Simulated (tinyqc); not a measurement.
Five-level k.p model folded onto the conduction band: one step. Exact folding onto c. The numbers come from values chosen for the exercise (near those of InAs).

H (eV):
```
               c         lh          so      G8 up      G7 up
c      0.4106820  0.1912401   0.1352272  0.0555937  0.0393107
lh     0.1912401          0           0          0          0
so     0.1352272          0  -0.3870000          0          0
G8 up  0.0555937          0           0  4.4600000          0
G7 up  0.0393107          0           0          0  4.3100000
```

Problem. Solve E = H_cc + S(E), S(E) = sum_j H_cj^2/(E - H_jj), from E = H_cc, by plain substitution and by Newton steps on E - H_cc - S(E). The weight of c in the state is Z = 1/(1 - dS/dE). The exact level is the third eigenvalue of H from below.

Give: Iterates (eV); exact level; Z.

Solution.

Iterates (eV):

| step | substitution | Newton |
|---|---|---|
| 0 | 0.41068 | 0.41068 |
| 1 | 0.52150 | 0.49963 |
| 2 | 0.49975 | 0.50278 |
| 3 | 0.50330 | 0.50279 |
| 4 | 0.50270 | 0.50279 |
| 5 | 0.50280 | 0.50279 |
| 6 | 0.50278 | 0.50279 |
| 7 | 0.50279 | 0.50279 |

exact level = 0.50279 eV
Z = 0.8561

Substitution multiplies the error by about dS/dE = 1 - 1/Z = -0.168 a step, so it alternates; after 7 steps it is off by 4.1e-07 eV, while Newton is within 1e-5 eV from step 2 on.

Program tinyqc; command `OMP_NUM_THREADS=1 python tinyqc.py 1080765 1080766 out.jsonl`; about 0.01 s on one thread of a shared Intel(R) Xeon(R) Processor @ 2.30GHz.
